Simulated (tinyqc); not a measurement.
Finite-difference solution of the diffusion equation on a small grid: one step, computed by the program tinyqc.

dC/dt = D d2C/dx2 on nodes x_j = j dx, j = 0..8; the far end is sealed.

Question. Time step 2. With r = D dt/dx^2: (1 - theta r M) C(new) = (1 + (1 - theta) r M) C(old); theta = 0 explicit, 1 implicit, 1/2 Crank-Nicolson.

Boundary at x = 0: surface loss. Scheme: implicit.

operator M:
```
      0     1     2     3     4     5     6     7
0  -2.1   2.0   0.0   0.0   0.0   0.0   0.0   0.0
1   1.0  -2.0   1.0   0.0   0.0   0.0   0.0   0.0
2   0.0   1.0  -2.0   1.0   0.0   0.0   0.0   0.0
3   0.0   0.0   1.0  -2.0   1.0   0.0   0.0   0.0
4   0.0   0.0   0.0   1.0  -2.0   1.0   0.0   0.0
5   0.0   0.0   0.0   0.0   1.0  -2.0   1.0   0.0
6   0.0   0.0   0.0   0.0   0.0   1.0  -2.0   1.0
7   0.0   0.0   0.0   0.0   0.0   0.0   1.0  -2.0
8   0.0   0.0   0.0   0.0   0.0   0.0   0.0   2.0

      8
0   0.0
1   0.0
2   0.0
3   0.0
4   0.0
5   0.0
6   0.0
7   1.0
8  -2.0
```

mesh ratio r = 1.98

C after step 1 (%): 25.80045  32.12089  48.30036  57.35881  44.88130  28.25293  16.34826  9.57908  7.64781

Give: C after step 2.

Answer.

C after step 2 (%): 32.69  36.07  41.43  43.34  38.15  29.57  21.66  16.43  14.66
